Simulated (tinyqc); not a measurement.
Floating body of a partially depleted SOI transistor: body voltage and kink: one step of the calculation.

Source at 0 V. Channel current Ic = 2 nf K Vt^2 [F(0) - F(Vd)](1 + la Vd), F(V) = ln^2(1 + exp((Vg - VT - nf V)/(2 nf Vt))), VT = VT0 - gb Vb. Saturation voltage Vs = 2 Vt sqrt(F(0)) + 3 Vt, excess Ve = (Vd - Vs + sqrt((Vd - Vs)^2 + 0.0004 V^2))/2, multiplication M1 = Ai Ve exp(-Bl/Ve). Each junction passes D(v) = J1 (exp(v/Vt) - 1) + J2 (exp(v/(2 Vt)) - 1). Bipolar current Ib = bb J1 (exp(Vb/Vt) - 1). The body settles where M1 (Ic + Ib) = D(Vb) + D(Vb - Vd) + Vb/Rb; drain current Id = (1 + M1)(Ic + Ib) - D(Vb - Vd).

Question. New Vb. Current into the body I_in = M1 (Ic + Ib) - D(Vb - Vd), current out I_out = D(Vb) + Vb/Rb; f = ln(I_in/I_out), s = df/dVb by central differences over 1e-5 V, Vb(new) = Vb - f/s.

Values chosen for this exercise; values of the order met in partially depleted silicon-on-insulator transistors: temperature T = 398 K; threshold at zero body voltage VT0 = 0.37 V; fall of the threshold per volt of body voltage gb = 0.28; slope factor nf = 1.35; gain factor per width K = 220 uA/(V^2 um); channel-length modulation factor la = 0.04 1/V; impact-ionisation prefactor Ai = 1.49 1/V; impact-ionisation voltage Bl = 4.6 V; diffusion saturation current of each junction J1 = 7.5e-10 uA/um; recombination saturation current of each junction J2 = 1.3e-6 uA/um; gain of the lateral bipolar transistor on the diffusion current bb = 0.5; resistance of a weak body tie to the source (1e9 stands for no tie, and the term is then dropped) Rb = 5e5 kohm um; gate voltage Vg = 0.56 V; drain voltage Vd = 2 V.

Constants: q = 1.602176634e-19 C, kB = 1.380649e-23 J/K, Vt = kB T/q. Results are converted to the units shown.

Vb after iteration 2 = 0.74328754 V

Find: Ic; Ve; M1; I_in; I_out; f; s; Vb after iteration 3.

Answer.

Ic = 14.04 uA/um
Ve = 1.601 V
M1 = 0.1349
I_in = 2.025 uA/um
I_out = 2.005 uA/um
f = 0.009929
s = -25.97 1/V
Vb after iteration 3 = 0.7437 V

Range of the model: The multiplication law is an empirical form chosen for the exercise; self-heating and capacitive coupling to the body are left out, and the linear laws are rough once Vb passes about 0.7 V or M1 about 0.1.

Numbers from tinyqc (`OMP_NUM_THREADS=1 python tinyqc.py 2182039 2182040 out.jsonl`; about 0.2 s on one thread of a shared Intel Xeon 2.30GHz).
